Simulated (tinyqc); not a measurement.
## Area and perimeter leakage from two diodes

Question. A square diode and a finger diode leak I = JA area + JP perimeter. Find JA, JP and the side of the square at which both parts are equal.

areas (um^2): [90000, 220000]
perimeters (um): [1200, 45100]
leakage currents (pA): [76.62, 444.51000]

Solution. Two linear equations give JA and JP; for a square of side a, JA a^2 = 4 JP a at a = 4 JP/JA.

JA = 7.700e-8 A/cm^2
JP = 6.100e-11 A/cm
side for equal parts = 31.69 um

tinyqc, about 0.01 s, one thread, Intel Xeon 2.30GHz (shared host): `OMP_NUM_THREADS=1 python tinyqc.py 2290099 2290100 out.jsonl`
